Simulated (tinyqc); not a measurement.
What moves the results: virtual-crystal alloy in the empirical-pseudopotential method. A value that a table varies takes the place of the one given here.

Empirical pseudopotential on the fcc lattice, atoms at +/- tau, tau = a (1,1,1)/8, no spin-orbit coupling. H(G,G') = c (2 pi/a)^2 |k + G|^2 delta + VS(q) cos(q.tau) + i VA(q) sin(q.tau), q = G - G', c = hbar^2/2m0; k and G in units of 2 pi/a; VS at |q|^2 = 3, 8, 11 and VA at 3, 4, 11, in rydberg, zero elsewhere. At each k the basis holds all G with |k + G|^2 up to 16; energies are counted from the fourth level at Gamma.

Virtual crystal A(1-x)B(x): a = (1 - x) a_A + x a_B. Rule linear: V = (1 - x) V_A + x V_B. Rule volume: V = [(1 - x) a_A^3 V_A + x a_B^3 V_B]/a^3, since a form factor is an atomic potential divided by the cell volume.

Constants: hbar^2/2m0 = 3.80998211 eV angstrom^2; Ry = 13.60569312 eV.

Values chosen for the exercise (classic local form factors of the size used for Si (A) and Ge (B), which place X and L only to a few tenths of an eV; shifted at random, so the results belong to these values and not to a real crystal): a = (5.438, 5.664) angstrom (lattice constants of A, B); VSA = (-0.212, 0.04, 0.08) Ry (symmetric form factors of A); VAA = (0, 0, 0) Ry (antisymmetric form factors of A); VSB = (-0.229, 0.009, 0.059) Ry (symmetric form factors of B); VAB = (0, 0, 0) Ry (antisymmetric form factors of B); rule = linear (mixing rule).

## Gaps across the alloy

Gaps from the valence top to the fifth band at Gamma, at L = (1/2,1/2,1/2) and at the lowest of k = (f,0,0), f = 0.70, 0.75, ..., 1.00. Bowing C = 4 [(E(0) + E(1))/2 - E(1/2)].

Gaps (eV):

| x | Gamma | Delta/X | f of the minimum | L | lowest |
|---|---|---|---|---|---|
| 0.000 | 3.385 | 0.831 | 0.85 | 1.856 | Delta/X |
| 0.167 | 3.395 | 0.856 | 0.85 | 1.705 | Delta/X |
| 0.333 | 3.036 | 0.878 | 0.85 | 1.549 | Delta/X |
| 0.500 | 2.576 | 0.899 | 0.85 | 1.386 | Delta/X |
| 0.667 | 2.108 | 0.918 | 0.85 | 1.218 | Delta/X |
| 0.833 | 1.630 | 0.934 | 0.85 | 1.045 | Delta/X |
| 1.000 | 1.143 | 0.948 | 0.85 | 0.867 | L |

bowing (eV): Gamma -1.249, Delta/X -0.040, L -0.097

How do the results move?

The lowest valley changes: Delta/X to L between x = 0.833 and 1.000. From A to B the Gamma gap moves by -2.24 eV, L by -0.99 eV and Delta/X by +0.12 eV; a move of Delta/X below about 0.4 eV is within the error of such form factors, sign included. The virtual crystal holds no disorder and no bond relaxation, so its bowing comes from the non-linear dependence on the mean potential and volume alone, and it may differ from measured bowing, which is positive in these alloys, in size and even in sign; crossings move with it; where the character of the fifth band at Gamma changes along x, its value mixes two levels.

## Two mixing rules

Gaps from the valence top to the fifth band at Gamma, at L = (1/2,1/2,1/2) and at the lowest of k = (f,0,0), f = 0.70, 0.75, ..., 1.00. Both rules agree at the ends.

Gaps (eV):

| x | Gamma, linear | Delta/X, linear | L, linear | Gamma, volume | Delta/X, volume | L, volume |
|---|---|---|---|---|---|---|
| 0.25 | 3.262 | 0.867 | 1.628 | 3.201 | 0.865 | 1.603 |
| 0.50 | 2.576 | 0.899 | 1.386 | 2.494 | 0.896 | 1.353 |
| 0.75 | 1.870 | 0.926 | 1.132 | 1.807 | 0.923 | 1.107 |

What can be read from the table?

At x = 0.5 the volume rule moves Gamma by -83 meV, Delta/X by -3 meV and L by -33 meV, that is the bowing by -4 times these; the lattice constants differ by 4.2 %, and the rules would coincide for equal ones.

Run: tinyqc, `OMP_NUM_THREADS=1 python tinyqc.py 1081044 1081045 out.jsonl`; Intel(R) Xeon(R) Processor @ 2.30GHz, one thread, shared host; about 0.2 s of CPU time with all checks.
